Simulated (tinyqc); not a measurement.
Switching kinetics of a ferroelectric film and the memory window of a ferroelectric gate stack: one step, computed by the program tinyqc.

Fields in MV/cm; 1 microcoulomb/cm^2 over eps_0 is 11.29409 MV/cm. In the stack (metal, ferroelectric, interlayer, channel) the channel is taken as a conductor.

Question. Switched share after the pulse. Merz's law: t1 = t_inf exp[(E_a/E)^alpha] at the mean of the fields before and after switching. KAI: switched share = 1 - exp[-(t/t1)^n].

Inputs (values chosen for the exercise, for a model hafnia-based film):
```
quantity                             value   unit
time constant t_inf                6.1e-09      s
activation field E_a                   6.3  MV/cm
Merz exponent alpha                      2      -
dimension n                              3      -
pulse length t_p                   2.2e-06      s
breakdown field of the interlayer       16  MV/cm
```

Kinetics: Kolmogorov-Avrami-Ishibashi (KAI).

E_F before switching = 3.209005 MV/cm

E_F after switching = 1.498497 MV/cm

Give: mean field; switching time t1; switched share.

Answer.

mean field = 2.354 MV/cm

switching time t1 = 7.882e-06 s

switched share = 0.02151

t_p is 0.28 t1. A field higher by 10 % would shorten t1 by a factor 3.5. Caution: the interlayer field exceeds its breakdown field, so charge injection would change the fields. Caution: the field changes much during switching, so one mean field is a crude stand-in.
